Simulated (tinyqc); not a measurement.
Short-channel transistor, virtual-source model with series resistance: one step of the calculation.

The current per gate width is the charge at the top of the source barrier (the virtual source) times its velocity times a saturation function; al and be are fitting constants of the model. Units: I in uA/um, Rs in ohm um, so I Rs = 1e-6 I Rs in volts; Q in uC/cm^2, so I = 1e-4 Q vx0 Fsat with vx0 in cm/s.

Question. Current through the series resistance. Intrinsic voltages Vg' = Vgs - I Rs, Vd' = Vds - 2 I Rs. n = n0 + nd Vd', VT = VT0 - dl Vd', Ff = 1/(1 + exp((Vg' - VT + al Vt/2)/(al Vt))), Q = Cinv n Vt ln(1 + exp((Vg' - VT + al Vt Ff)/(n Vt))), Vdsat = (vx0 L/mu)(1 - Ff) + Vt Ff, Fsat = u/(1 + u^be)^(1/be) with u = Vd'/Vdsat, and I(out) = Q vx0 Fsat per width. (Fsat takes the sign of u.) Newton step: I(new) = I + (I(out) - I)/(1 - s), s = dI(out)/dI by a central difference with +/- 0.001 uA/um.

Parameters, values chosen for the exercise: temperature T = 293 K; inversion capacitance Cinv = 3.79 uF/cm^2; velocity at the virtual source vx0 = 1.31e7 cm/s; apparent mobility mu = 690 cm^2/(V s); channel length L = 25 nm; threshold at zero drain voltage VT0 = 0.419 V; drain-induced barrier lowering dl = 0.186 V/V; subthreshold factor n0 = 1.6; growth of n with drain voltage nd = 0.05 1/V; threshold shift (in units of Vt) from weak to strong inversion al = 3.5; sharpness of saturation be = 1.6; series resistance of each contact Rs = 30 ohm um; gate voltage Vgs = 0.8 V; drain voltage Vds = 0.8 V.

Constants: q = 1.602176634e-19 C, kB = 1.380649e-23 J/K, Vt = kB T/q. Results are converted to the units shown.

I at the start = 0 uA/um

Find: Vg'; Vd'; VT; Ff; Q; Vdsat; Fsat; I(out); s; I after iteration 1.

Answer.

Vg' = 0.80000 V
Vd' = 0.80000 V
VT = 0.27020 V
Ff = 0.0015084
Q = 2.0084 uC/cm^2
Vdsat = 0.047430 V
Fsat = 0.99326
I(out) = 2613.3 uA/um
s = -0.20477
I after iteration 1 = 2169.1 uA/um

Numbers from tinyqc (`OMP_NUM_THREADS=1 python tinyqc.py 2380116 2380117 out.jsonl`; about 0.01 s on one thread of a shared Intel Xeon 2.30GHz).
